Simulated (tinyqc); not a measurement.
p-n heterojunction, non-linear Poisson equation by Newton steps, Fermi-Dirac statistics: one step of the calculation.

One dimension, material 1 (p-type) at x < 0 and material 2 (n-type) at x > 0. Band edges: Ec = -psi in material 1 and -psi + dEc in material 2, Ev = Ec - Eg. Flat quasi-Fermi levels: 0 for holes, +V for electrons. n = Nc F((EFn - Ec)/Vt), p = Nv F((Ev - EFp)/Vt), with F(eta) = F_1/2(eta) = (2/sqrt(pi)) int_0^infinity sqrt(u) du/(1 + exp(u - eta)) (Fermi-Dirac statistics); full ionisation, no interface charge, classical densities; the doping types are chosen for the exercise.

Question. Newton step. Solve the tridiagonal system a_(i-1) d_(i-1) + b_i d_i + a_i d_(i+1) = -F_i for nodes 1 to 11, with d = 0 on fixed nodes. Each component d is damped to sign(d) Vt ln(1 + |d|/Vt) before it is added.

Inputs (values chosen for the exercise):

| symbol | value | unit | meaning |
|---|---|---|---|
| T | 300 | K | temperature |

Constants: q = 1.602176634e-19 C, kB = 1.380649e-23 J/K, Vt = kB T/q. Results are converted to the units shown.

coupling a_i, interval 0 to 11 (F/cm^2): 2.4445258e-7  3.1675545e-7  4.2273754e-7  5.5393195e-7  7.3018302e-7  9.5700583e-7  1.3204611e-6  7.0935568e-7  3.6304782e-7  1.8563079e-7  9.5405590e-8  4.8838576e-8

```
node  diagonal b (F/cm^2)  residual F (C/cm^2)
1           -4.2688822e-6         1.3290275e-8
2           -1.8011883e-6        -3.7991509e-8
3           -1.2393418e-6        -4.2285022e-8
4           -1.3507698e-6        -3.3034856e-8
5           -1.7038381e-6        -1.6404829e-8
6           -2.2805900e-6         2.8371258e-8
7           -6.0237565e-5         2.1205309e-6
8           -7.9947774e-5         2.6231367e-6
9           -5.8750706e-5         1.6605882e-6
10          -7.9287576e-6         2.3426591e-7
11          -1.5541531e-7         5.4274773e-8
```

psi after iteration 1, node 0 to 12 (V): -1.2270630  -1.2284183  -1.2029658  -1.1740542  -1.1456356  -1.1168455  -1.0806533  -1.0154594  -0.9981390  -0.9638088  -0.8897182  -0.7022916  -0.4801717

Give: Newton step d, before damping; psi after iteration 2.

Answer.

Newton step d, before damping, node 1 to 11 (V): 0.0001  -0.0400  -0.0805  -0.0732  -0.0292  0.0211  0.0361  0.0333  0.0286  0.0347  0.3705
psi after iteration 2, node 0 to 12 (V): -1.227  -1.228  -1.227  -1.211  -1.180  -1.136  -1.065  -0.993  -0.977  -0.945  -0.868  -0.632  -0.480

tinyqc, about 0.2 s, one thread, Intel Xeon 2.30GHz (shared host): `OMP_NUM_THREADS=1 python tinyqc.py 2040042 2040043 out.jsonl`
